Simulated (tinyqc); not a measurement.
Hueckel theory of the pi electrons, for the molecule c1ccc2c(c1)ccc1ccccc12 (SMILES; centres numbered as the heavy atoms are written), step by step. One step of it, computed by the program tinyqc.

Question. Orbitals. Diagonalise; E = alpha + x beta with beta < 0, so the largest x are filled first; degenerate levels share their electrons. P = sum n_i c_ri c_si; each orbital has its largest coefficient positive (the first on a tie).

Hueckel matrix in units of beta (H = alpha + beta A), lower triangle:
```
           1C        2C        3C        4C        5C        6C        7C        8C
1C   0.000000
2C   1.000000  0.000000
3C   0.000000  1.000000  0.000000
4C   0.000000  0.000000  1.000000  0.000000
5C   0.000000  0.000000  0.000000  1.000000  0.000000
6C   1.000000  0.000000  0.000000  0.000000  1.000000  0.000000
7C   0.000000  0.000000  0.000000  0.000000  1.000000  0.000000  0.000000
8C   0.000000  0.000000  0.000000  0.000000  0.000000  0.000000  1.000000  0.000000
9C   0.000000  0.000000  0.000000  0.000000  0.000000  0.000000  0.000000  1.000000
10C  0.000000  0.000000  0.000000  0.000000  0.000000  0.000000  0.000000  0.000000
11C  0.000000  0.000000  0.000000  0.000000  0.000000  0.000000  0.000000  0.000000
12C  0.000000  0.000000  0.000000  0.000000  0.000000  0.000000  0.000000  0.000000
13C  0.000000  0.000000  0.000000  0.000000  0.000000  0.000000  0.000000  0.000000
14C  0.000000  0.000000  0.000000  1.000000  0.000000  0.000000  0.000000  0.000000

           9C       10C       11C       12C       13C       14C
9C   0.000000
10C  1.000000  0.000000
11C  0.000000  1.000000  0.000000
12C  0.000000  0.000000  1.000000  0.000000
13C  0.000000  0.000000  0.000000  1.000000  0.000000
14C  1.000000  0.000000  0.000000  0.000000  1.000000  0.000000
```

pi electrons, sum of z_r less the charge = 14

Give: x values; occupations; coefficients; charge and bond-order matrix P.

Answer.

x values: 2.4348  1.9506  1.5163  1.3058  1.1424  0.7691  0.6052  -0.6052  -0.7691  -1.1424  -1.3058  -1.5163  -1.9506  -2.4348

occupations: 2.0000  2.0000  2.0000  2.0000  2.0000  2.0000  2.0000  0.0000  0.0000  0.0000  0.0000  0.0000  0.0000  0.0000

coefficients:
```
        MO1      MO2      MO3      MO4      MO5      MO6      MO7      MO8
1C   0.1497   0.3143  -0.2017   0.4058  -0.1438   0.3886  -0.0420   0.0420
2C   0.1572   0.2871  -0.3254   0.1965  -0.3855   0.0258   0.3147   0.3147
3C   0.2329   0.2457  -0.2917  -0.1492  -0.2967  -0.3687   0.2325  -0.2325
4C   0.4100   0.1922  -0.1169  -0.3913   0.0466  -0.3094  -0.1740  -0.1740
5C   0.3553   0.3215   0.2313   0.0295   0.3966  -0.1786  -0.1638   0.1638
6C   0.2074   0.3259   0.0195   0.3334   0.2213   0.2730  -0.3402  -0.3402
7C   0.2476   0.1090   0.4481   0.0965   0.1851  -0.1010   0.4150   0.4150
8C   0.2476  -0.1090   0.4481   0.0965  -0.1851   0.1010   0.4150  -0.4150
9C   0.3553  -0.3215   0.2313   0.0295  -0.3966   0.1786  -0.1638  -0.1638
10C  0.2074  -0.3259   0.0195   0.3334  -0.2213  -0.2730  -0.3402   0.3402
11C  0.1497  -0.3143  -0.2017   0.4058   0.1438  -0.3886  -0.0420  -0.0420
12C  0.1572  -0.2871  -0.3254   0.1965   0.3855  -0.0258   0.3147  -0.3147
13C  0.2329  -0.2457  -0.2917  -0.1492   0.2967   0.3687   0.2325   0.2325
14C  0.4100  -0.1922  -0.1169  -0.3913  -0.0466   0.3094  -0.1740   0.1740

         MO9     MO10     MO11     MO12     MO13     MO14
1C    0.3886  -0.1438   0.4058   0.2017  -0.3143  -0.1497
2C   -0.0258   0.3855  -0.1965  -0.3254   0.2871   0.1572
3C   -0.3687  -0.2967  -0.1492   0.2917  -0.2457  -0.2329
4C    0.3094  -0.0466   0.3913  -0.1169   0.1922   0.4100
5C   -0.1786   0.3966   0.0295  -0.2313  -0.3215  -0.3553
6C   -0.2730  -0.2213  -0.3334   0.0195   0.3259   0.2074
7C    0.1010  -0.1851  -0.0965   0.4481   0.1090   0.2476
8C    0.1010  -0.1851   0.0965  -0.4481   0.1090  -0.2476
9C   -0.1786   0.3966  -0.0295   0.2313  -0.3215   0.3553
10C  -0.2730  -0.2213   0.3334  -0.0195   0.3259  -0.2074
11C   0.3886  -0.1438  -0.4058  -0.2017  -0.3143   0.1497
12C  -0.0258   0.3855   0.1965   0.3254   0.2871  -0.1572
13C  -0.3687  -0.2967   0.1492  -0.2917  -0.2457   0.2329
14C   0.3094  -0.0466  -0.3913   0.1169   0.1922  -0.4100
```

charge and bond-order matrix P, lower triangle:
```
          1C       2C       3C       4C       5C       6C       7C       8C
1C    1.0000
2C    0.6228   1.0000
3C    0.0000   0.7016   1.0000
4C   -0.2661   0.0000   0.5900   1.0000
5C    0.0000  -0.2608   0.0000   0.5423   1.0000
6C    0.7068   0.0000  -0.3449   0.0000   0.5751   1.0000
7C   -0.1264   0.0000   0.0364   0.0000   0.5059   0.0000   1.0000
8C    0.0000   0.1708   0.0000  -0.2433   0.0000  -0.1956   0.7747   1.0000
9C    0.1016   0.0000  -0.1089   0.0000  -0.1702   0.0000   0.0000   0.5059
10C   0.0000  -0.0612   0.0000   0.0460   0.0000   0.0811  -0.1956   0.0000
11C  -0.0818   0.0000   0.0936   0.0000   0.1016   0.0000   0.0000  -0.1264
12C   0.0000   0.0731   0.0000  -0.1169   0.0000  -0.0612   0.1708   0.0000
13C   0.0936   0.0000  -0.1374   0.0000  -0.1089   0.0000   0.0000   0.0364
14C   0.0000  -0.1169   0.0000   0.4605   0.0000   0.0460  -0.2433   0.0000

          9C      10C      11C     12C     13C     14C
9C    1.0000
10C   0.5751   1.0000
11C   0.0000   0.7068   1.0000
12C  -0.2608   0.0000   0.6228  1.0000
13C   0.0000  -0.3449   0.0000  0.7016  1.0000
14C   0.5423   0.0000  -0.2661  0.0000  0.5900  1.0000
```
